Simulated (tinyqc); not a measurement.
# Worked calculation: energy and delay of logic against supply voltage

Numbers from tinyqc (`OMP_NUM_THREADS=1 python tinyqc.py 2082055 2082056 out.jsonl`; about 0.01 s on one thread of a shared Intel Xeon 2.30GHz). Printed values are rounded.

One expression serves below and above threshold: I(Vg) = Ik [ln(1 + exp((Vg - VT + dd V)/(al nf Vt)))]^al, with I_on = I(V) and I_off = I(0). Gate delay td = kd C V/I_on, clock period LD td. Per gate and cycle the switching energy is act C V^2 and the leakage energy I_off V LD td. No short-circuit current, no variation. Minima are sought above 0.09 V; below a few Vt gates no longer switch and the model has no meaning.

Values chosen for this exercise; values of the order met in logic technologies:
```
symbol,value,unit,meaning
T,250,K,temperature
VT,0.4,V,threshold voltage at zero drain bias
nf,1.41,,slope factor
dd,0.07,,barrier lowering per volt of supply
Ik,1.1,uA,specific current of a gate
al,1.76,,exponent of the current law
C,0.47,fF,load capacitance of a gate
kd,0.9,,delay factor
LD,16,,logic depth
act,0.1,,activity factor
V,1.05,V,supply voltage
```

Constants: q = 1.602176634e-19 C, kB = 1.380649e-23 J/K, Vt = kB T/q. Results are converted to the units shown.

## Currents, delay and energies

I_on, I_off, td, clock frequency 1/(LD td), both energies and their sum.

I_on = 107.8067 uA
I_off = 0.02357722 nA
td = 4.119872 ps
clock frequency = 15.17037 GHz
switching energy = 51.81750 aJ
leakage energy = 0.001631870 aJ
energy = 51.81913 aJ

I_on/I_off = 4.57e6; leakage makes up 0.00315 % of the energy.

## Starting value

V = 0.21 V.

V at the start = 0.21 V

## Iteration 1: new V

Minimum-energy supply: E(V) is the energy per gate and cycle; with h = 0.001 V, E' = (E(V + h) - E(V - h))/(2 h), E'' = (E(V - h) - 2 E(V) + E(V + h))/h^2, V(new) = V - E'/E''.

E' = 12.76631 aJ/V
E'' = 242.6019 aJ/V^2
V after iteration 1 = 0.1573775 V

## Iteration 2: new V

As before.

E' = -4.248227 aJ/V
E'' = 401.8940 aJ/V^2
V after iteration 2 = 0.1679481 V

## Iteration 3: new V

As before.

E' = -0.1401758 aJ/V
E'' = 373.9773 aJ/V^2
V after iteration 3 = 0.1683229 V

## Course of the iteration

Stop when the step is below 1e-9 V, or after 40 iterations.

Course of the iteration:

| iteration | V before the step (V) | step (V) |
|---|---|---|
| 1 | 0.21 | -0.0526 |
| 2 | 0.1573775 | 0.0106 |
| 3 | 0.1679481 | 3.75e-4 |
| 4 | 0.1683229 | 5.69e-7 |
| 5 | 0.1683235 | 7.24e-12 |

Converged in 5 iterations. There leakage makes up 36.4 % of the energy and the clock runs at 0.683 MHz.
